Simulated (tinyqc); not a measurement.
Inside a calculation: electrons shared among three sets of ellipsoidal valleys. Values are carried at full precision from step to step, so a last printed digit may differ when a step is redone from the rounded ones.

Constants: hbar^2/2m0 = 3.80998211 eV angstrom^2; kB = 8.617333262e-05 eV/K.

Values chosen for the exercise (masses and offsets near those of Si; mobilities are free inputs, held fixed; the results hold for these values, not for the real material): ml = (0.872, 0.872, 1.706) m0 (longitudinal masses of Delta2, Delta4, L); mt = (0.197, 0.197, 0.1247) m0 (transverse masses); M = (2, 4, 4) (valleys in each set); T = 400 K; dE = (0, 0.101, 0.772) eV (edges of Delta2, Delta4, L above the first, the first two split by strain); n = 4.3e+17 1/cm^3 (total electron density); mu = (2000, 840, 470) cm^2/(V s) (mobility of each set, for current in the plane normal to the Delta2 axis).

## Masses of each set

One valley: m_d = (ml mt^2)^(1/3). Whole set: m_de = M^(2/3) m_d. Mean over three axes: 1/m_c = (1/ml + 2/mt)/3. Anisotropy K = ml/mt.

m_d, m_de, m_c (m0) and K of each set:
```
set        m_d    m_de     m_c      K
Delta2  0.3235  0.5135  0.2655   4.43
Delta4  0.3235  0.8151  0.2655   4.43
L       0.2982  0.7515  0.1805  13.68
```

m_de/m_c is 1.93 for Delta2, 3.07 for Delta4, 4.16 for L: many anisotropic valleys give many states at a light conductivity mass. m_c is the mean over three axes; a set that holds only some of the equivalent valleys conducts with a mass that depends on direction.

## Effective densities of states

N_i = M_i times N = 2 (m kB T/(4 pi c))^(3/2) with c = hbar^2/2m0, in 1/angstrom^3; times 1e24 for 1/cm^3, with m = (ml mt^2)^(1/3).

kT = 0.034469 eV

N_i (1/cm^3): Delta2 1.4215e+19, Delta4 2.8429e+19, L 2.5171e+19

## Fermi level and populations

F_j(eta) = (1/Gamma(j + 1)) integral_0^infinity x^j dx/(1 + exp(x - eta)), which tends to exp(eta) for eta << 0.

Solve n = sum_i N_i F_1/2((EF - dE_i)/kT), energies from the edge of the first set.

EF = -0.1238 eV

eta_i: Delta2 -3.59, Delta4 -6.52, L -25.99

n_i (1/cm^3): Delta2 3.88e+17, Delta4 4.18e+16, L 1.30e+08

shares: Delta2 0.9027, Delta4 0.0973, L 0.0000

Delta2 holds most electrons (90.3 %). Boltzmann weights N_i exp(-dE_i/kT) would give Delta4 a share of 0.0965.

## Drift and Hall mobility of the mixture

With f_i the shares, mu_drift = sum f_i mu_i; low-field Hall mobility mu_H = sum f_i mu_i^2/mu_drift (scattering and anisotropy factors set to 1); the Hall density is n mu_drift/mu_H; rho = 1/(e n mu_drift), e = 1.602176634e-19 C.

mu_drift = 1887 cm^2/(V s)
mu_H = 1950 cm^2/(V s)
Hall density = 4.16e+17 1/cm^3
rho = 0.00769 ohm cm

A Hall measurement would read 96.8 % of the true density. The mobilities are of the size met in pure crystals; at this density impurities would cut them and raise rho, by a factor of two to ten or more depending on crystal and density.

## Checks

- Share of Delta4 at n = 1e10 1/cm^3 against the Boltzmann weight: both 0.09648.

Run: tinyqc, `OMP_NUM_THREADS=1 python tinyqc.py 1680971 1680972 out.jsonl`; Intel(R) Xeon(R) Processor @ 2.30GHz, one thread, shared host; about 0.01 s of CPU time with all checks.
